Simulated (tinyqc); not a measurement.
From results back to parameters: two-dimensional electron gas with Rashba and Dresselhaus coupling.

Problem. For pure Rashba coupling above the band crossing, k_outer - k_inner = al m/c with c = hbar^2/2m0, and each branch holds k^2/(4 pi) electrons per area. Beating of Shubnikov-de Haas oscillations gives the two densities; those below come from a hidden al (1e11/cm^2 = 1e-5/angstrom^2).

Constants: hbar^2/2m0 = 3.80998211 eV angstrom^2.

Inputs chosen for the exercise (out of a larger set: of the size met in GaAs; not measured data): m = 0.0635 m0 (mass).

densities (1e11/cm^2): outer 7.051137, inner 6.948863

Find: k_outer, k_inner; al.

Solution. k = sqrt(4 pi n) for each branch, and al = c (k_outer - k_inner)/m.

k_outer, k_inner (1/angstrom): 0.02977  0.02955

al = 0.0130 eV angstrom

Run: tinyqc, `OMP_NUM_THREADS=1 python tinyqc.py 1452826 1452827 out.jsonl`; Intel(R) Xeon(R) Processor @ 2.30GHz, one thread, shared host; about 0.01 s of CPU time with all checks.
